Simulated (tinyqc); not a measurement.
Drifting, spreading and decaying minority pulse (Haynes-Shockley), explicit time steps: one step of the calculation.

Low injection in a uniform field: dn/dt = D d2n/dx2 - v dn/dx - n/tau with D = mu Vt and v = mu F towards +x. Exact solution on an infinite bar for a Gaussian start at x0: n = N0 exp(-t/tau) exp(-(x - x0 - v t)^2/(2 s^2))/sqrt(2 pi s^2), s^2 = s0^2 + 2 D t.

Question. Coefficients of the scheme. Exponentially fitted fluxes: d = F hx/Vt, B(d) = d/(exp(d) - 1), k = D dt/hx^2; (L n)_i = a n_(i-1) + b n_i + c n_(i+1) with a = k B(-d), c = k B(d), b = -a - c - dt/tau. Explicit steps keep n positive for dt up to 1/[(D/hx^2)(B(d) + B(-d)) + 1/tau].

Values chosen for this exercise; mobility close to that of indium phosphide at room temperature: temperature T = 300 K; minority-carrier mobility mu = 200 cm^2/(V s); sweep field along the drift F = 3 V/cm; mesh step hx = 54 um; lifetime tau = 0.00013 s; time step dt = 1.9e-6 s.

Constants: q = 1.602176634e-19 C, kB = 1.380649e-23 J/K, Vt = kB T/q. Results are converted to the units shown.

Find: D; v; d; a; b; c; positivity limit of dt.

Answer.

D = 5.1704 cm^2/s
v = 600.00 cm/s
d = 0.62664
a = 0.45340
b = -0.71030
c = 0.24229
positivity limit of dt = 2.6749e-6 s

Program tinyqc, `OMP_NUM_THREADS=1 python tinyqc.py 2310134 2310135 out.jsonl`; Intel Xeon 2.30GHz, shared host, one thread, about 0.01 s.
